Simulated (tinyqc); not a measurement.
Worked calculation: Luttinger-Kohn k.p, four valence bands. One step of it, computed by the program tinyqc.

Question. Hole masses. E = c [g1 k^2 -/+ 2 sqrt(g2^2 k^4 + 3 (g3^2 - g2^2)(kx^2 ky^2 + ky^2 kz^2 + kz^2 kx^2))] with c = hbar^2/2m, and m* = hbar^2 k^2 / (2 E).

Luttinger parameters chosen for this model; energies are counted downward from the top of the valence band:
```
parameter     value  unit
g1         9.590000
g2         2.620000
g3         4.490000
```

Give: Masses.

Answer.

Masses (electron masses):
```
direction   heavy   light
[100]      0.2299  0.0674
[110]      0.7227  0.0562
[111]      1.6393  0.0539
```
